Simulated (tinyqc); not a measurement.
Image-sensor pixel with a pinned photodiode, signal and noise: effect of the absorption coefficient.

A buried n layer between a heavily doped p+ surface layer and a p layer is emptied into a floating diffusion, read through a source follower with correlated double sampling (reset noise cancelled). One-dimensional abrupt junctions; no blooming, lag or crosstalk.

With k = 1 + Nn/Np, the two depletion regions meet at depth x = a sqrt(k)/(1 + sqrt(k)) from the p+ side; pinning voltage Vp = q Nn x^2/(2 eps0 eps_r) - Vb. Electrons in the diode at zero bias: Nn A [a - x0 (1 + 1/sqrt(k))], x0 = sqrt(2 eps0 eps_r Vb/(q Nn)). Floating-diffusion limit Cf dV/q; full well FW is the smaller of the two; conversion gain CG = q As/Cf; read noise in electrons vn/CG. QE = (1 - Rf)[exp(-al x1) - exp(-al x2)]. ni = sqrt(Nc Nv) exp(-Eg/(2 Vt)), Eg in volts; dark rates ni Wd A/tg (generation) and Jd ni^2 A (diffusion). Signal S = QE Ph; variance = S + dark rate x ti + (vn/CG)^2 + (pr S)^2; SNR = 20 log10(S/noise); dynamic range 20 log10(FW/noise at S = 0).

Inputs (values chosen for the exercise); material values close to those of silicon:
- T = 313 K (temperature)
- Eg = 1.1 eV (band gap)
- eps_r = 11.8 (relative permittivity of the semiconductor)
- Nc = 2.98e19 cm^-3 (conduction-band density of states at T)
- Nv = 2.79e19 cm^-3 (valence-band density of states at T)
- A = 1.1 um^2 (photodiode area)
- Nn = 9.1e16 cm^-3 (doping of the buried n layer)
- a = 220 nm (thickness of that layer)
- Np = 1.2e16 cm^-3 (doping of the p layer below)
- Vb = 0.8 V (built-in voltage)
- Cf = 1.4 fF (floating-diffusion capacitance)
- dV = 1.3 V (usable swing of the floating diffusion)
- As = 0.93 (source-follower gain)
- vn = 110 uV (read noise at the output)
- Rf = 0.08 (optical loss before the silicon)
- x1 = 0.06 um (dead layer)
- x2 = 2.5 um (depth of collection)
- tg = 0.0079 s (generation lifetime)
- Wd = 0.6 um (depleted depth)
- Jd = 4.5e6 x 1e-20 cm^4/s (diffusion dark flux per ni^2)
- pr = 0.6 % (gain non-uniformity)
- ti = 1 ms (exposure)
- Ph = 27 (photons on the photodiode per exposure)

Constants: q = 1.602176634e-19 C, kB = 1.380649e-23 J/K, Vt = kB T/q, eps0 = 8.8541878128e-14 F/cm where lengths are in cm. Results are converted to the units shown.

The same in every row: Vp (V) = 1.077; FW (electrons) = 7645; read noise (electrons) = 1.034; dark rate (electrons/s) = 4.157; dynamic range (dB) = 77.36.

Effect of the absorption coefficient:
```
al (1/um),QE,SNR (dB)
0.01,0.02216,-6.689
0.027,0.05856,-0.2589
0.074,0.1513,5.099
0.2,0.3510,9.300
0.55,0.6575,12.24
1.5,0.8192,13.24
4.1,0.7193,12.65
11,0.4755,10.73
30,0.1521,5.126
```

As al goes from 0.01 to 30 1/um, the SNR goes from -6.69 through a maximum of 13.2 (at al = 1.5 1/um among the rows listed) to 5.13 dB and the dynamic range stays at 77.4 dB. QE goes from 0.0222 through a maximum of 0.819 (at al = 1.5 1/um among the rows listed) to 0.152: weakly absorbed light passes through, strongly absorbed light dies in the dead layer.

Computed by the program tinyqc: `OMP_NUM_THREADS=1 python tinyqc.py 2630048 2630049 out.jsonl`, one thread of a shared Intel Xeon 2.30GHz, about 0.01 s for the whole run.
